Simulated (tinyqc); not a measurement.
Self-heating of a transistor with one or more fingers, with temperature-dependent conductivity: one step, computed by the program tinyqc. Command: `OMP_NUM_THREADS=1 python tinyqc.py 3001775 3001776 out.jsonl selfheat walk`. One thread of a shared host (Intel(R) Xeon(R) Processor @ 2.30GHz), about 0.07 s of CPU time with the checks.

N long parallel fingers lie on the top face of a slab whose bottom is held at T_0; the top is otherwise insulated, and heat flows in two dimensions. P in W/mm is 1000 P in W/m.

Problem. Extra rise from ballistic phonons. Near a source smaller than the free path, Fourier's law overstates the flow. Rough estimate: a strip that emits phonons into a half space adds a resistance times area of 4 Lambda/(3 kappa_0), from the ballistic flux C v Delta T/4 with kappa_0 = C v Lambda/3, so Delta T_b = 4 Lambda P/(3 kappa_0 w); Knudsen number Lambda/w.

Inputs (values chosen for the exercise, modelled on gallium oxide):

| quantity | value | unit |
|---|---|---|
| conductivity at the base temperature kappa_0 | 23.3 | W/(m K) |
| power per gate width P | 0.3 | W/mm |
| width of the heat source w | 0.6 | micrometre |
| phonon free path Lambda | 21 | nm |

Power: fixed power.

largest theta = 26.29470 K

Give: Knudsen number; ballistic rise Delta T_b; Delta T_b / largest theta.

Solution.

Knudsen number = 0.035

ballistic rise Delta T_b = 0.6009 K

Delta T_b / largest theta = 0.02285

By this estimate the ballistic term is at most a fifth of the Fourier rise.
